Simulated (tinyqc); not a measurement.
Disorder broadening of a semi-elliptic band in the self-consistent Born approximation: two steps of the calculation.

The local Green function is G = g0(z - Sigma) with z = E + i eta and g0(z) = (z - sqrt(z - 2t) sqrt(z + 2t))/(2 t^2), principal roots; the self-energy is Sigma = D G. The density of states is -Im G/pi.

Values chosen for this exercise: hopping t = 1 eV; variance of the random site energy D = 0.5 eV^2; bare broadening eta = 0.001 eV; energy from the band centre E = -0.286 eV; mixing mix = 0.5.

Constants: q = 1.602176634e-19 C, hbar = 1.054571817e-34 J s. Results are converted to the units shown.

Task 1. Born step. G = g0(z - Sigma), Sigma(out) = D G, Sigma(new) = Sigma + mix (Sigma(out) - Sigma).

Sigma after iteration 1 = -0.03573194-0.24730570i eV

Wanted: G; Sigma(out); Sigma after iteration 2.

Result 1.

G = -0.1096-0.8758i 1/eV
Sigma(out) = -0.0548-0.4379i eV
Sigma after iteration 2 = -0.0453-0.3426i eV

Task 2. Density of states and lifetime. G = Sigma/D, density of states -Im G/pi, lifetime hbar/(2 |Im Sigma|); without disorder the density of states is -Im g0(z)/pi. Closed form: G = (z - sqrt(z^2 - 4 (t^2 + D)))/(2 (t^2 + D)) with the root that gives Im G < 0; for eta -> 0 a semi-ellipse of half-width 2 sqrt(t^2 + D).

converged Sigma = -0.04764707-0.40528935i eV

Give: density of states; lifetime; density of states without disorder.

Result 2.

density of states = 0.25802 1/eV
lifetime = 0.81203 fs
density of states without disorder = 0.31488 1/eV

Disorder makes the density of states at this energy 18 % below the clean value.

Range of the model: The self-consistent Born approximation misses band tails from rare fluctuations and localisation.

Program tinyqc, `OMP_NUM_THREADS=1 python tinyqc.py 2720116 2720117 out.jsonl`; Intel Xeon 2.30GHz, shared host, one thread, about 0.01 s.
